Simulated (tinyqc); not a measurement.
Effect of the liquid interaction: binary melting diagram from solution models of liquid and solid. Computed by tinyqc, a small Python program. Command: `OMP_NUM_THREADS=1 python tinyqc.py 3003756 3003757 out.jsonl melt walk`. One thread of a shared host (Intel(R) Xeon(R) Processor @ 2.30GHz), about 0.01 s of CPU time with the checks.

x is the fraction of B. In a phase with interaction L: mu_A = G_A + R T ln(1 - x) + L x^2, mu_B = G_B + R T ln x + L (1 - x)^2. Melting: G(liquid) - G(solid) = H (1 - T/T_m) for each pure component.

Inputs (values chosen for the exercise, for a model alloy): melting point T_A = 900 K; melting point T_B = 600 K; heat of melting H_A = 9.9 kJ/mol; heat of melting H_B = 8.8 kJ/mol.

Diagram: eutectic with pure solids.

Constants: R = 8.314462618 J/(mol K).

Method. Liquid against pure solid A: T = (H_A + L_L x^2)/(H_A/T_A - R ln(1 - x)); against pure solid B: T = (H_B + L_L (1 - x)^2)/(H_B/T_B - R ln x). The crossing is found anew for each L_L.

Eutectic point:
```
L_L (kJ/mol)      x_E  T_E (K)
-11.0         0.57070   350.37
-7.0          0.59351   402.19
-3.5          0.62350   446.58
-1.8          0.64359   467.59
0.0           0.67072   489.23
2.0           0.71031   512.14
4.0           0.76153   533.17
```

What follows from these numbers?

T_E rises from 350 to 533 K, 12.2 K per kJ/mol on average: attraction in the liquid stabilises it and deepens the eutectic. As attraction grows x_E moves from 0.762 to 0.571, towards 1/2, where mixing gains most.

Extremes, crossings and ranges named in words are read from the listed rows.
